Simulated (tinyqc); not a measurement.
Energy and delay of logic against supply voltage: optimum supplies against the threshold voltage at zero drain bias.

One expression serves below and above threshold: I(Vg) = Ik [ln(1 + exp((Vg - VT + dd V)/(al nf Vt)))]^al, with I_on = I(V) and I_off = I(0). Gate delay td = kd C V/I_on, clock period LD td. Per gate and cycle the switching energy is act C V^2 and the leakage energy I_off V LD td. No short-circuit current, no variation. Minima are sought above 0.09 V; below a few Vt gates no longer switch and the model has no meaning.

V_min minimises the energy and V_EDP the product of energy and td.

Parameters, values chosen for the exercise; values of the order met in logic technologies:
```
symbol  value  unit                              meaning
T         378     K                          temperature
nf       1.07                               slope factor
dd       0.04        barrier lowering per volt of supply
Ik        1.6    uA           specific current of a gate
al       1.82                exponent of the current law
C        0.56    fF           load capacitance of a gate
kd        0.8                               delay factor
LD         16                                logic depth
act      0.05                            activity factor
```

Constants: q = 1.602176634e-19 C, kB = 1.380649e-23 J/K, Vt = kB T/q. Results are converted to the units shown.

Optimum supplies against the threshold voltage at zero drain bias:

| VT (V) | V_min (V) | energy at V_min (aJ) | leakage share (%) | clock at V_min (MHz) | V_EDP (V) | clock at V_EDP (GHz) |
|---|---|---|---|---|---|---|
| 0.15 | 0.2278 | 3.989 | 63.56 | 2297 | 0.4779 | 10.31 |
| 0.2 | 0.2265 | 2.874 | 50.04 | 1007 | 0.5240 | 9.302 |
| 0.25 | 0.2236 | 2.384 | 41.29 | 353.1 | 0.6190 | 10.01 |
| 0.3 | 0.2218 | 2.166 | 36.40 | 105.1 | 0.7349 | 11.37 |
| 0.35 | 0.2209 | 2.067 | 33.91 | 28.16 | 0.8558 | 12.86 |
| 0.4 | 0.2204 | 2.022 | 32.71 | 7.108 | 0.9779 | 14.34 |
| 0.45 | 0.2202 | 2.002 | 32.15 | 1.740 | 1.100 | 15.79 |
| 0.5 | 0.2201 | 1.992 | 31.89 | 0.4198 | 1.222 | 17.22 |
| 0.55 | 0.2201 | 1.988 | 31.78 | 0.1006 | 1.345 | 18.62 |

As VT goes from 0.15 to 0.55, V_min falls from 0.228 to 0.220 V, the energy there falls from 3.99 to 1.99 aJ, the clock there falls from 2300 to 0.101 MHz and V_EDP rises from 0.478 to 1.34 V. V_min lies below VT for VT = 0.25, 0.3, 0.35, 0.4, 0.45, 0.5, 0.55 V. As VT grows, I_on too becomes a subthreshold current, VT cancels more and more from the energy, and it mainly sets the clock.

Numbers from tinyqc (`OMP_NUM_THREADS=1 python tinyqc.py 2082073 2082074 out.jsonl`; about 0.01 s on one thread of a shared Intel Xeon 2.30GHz).
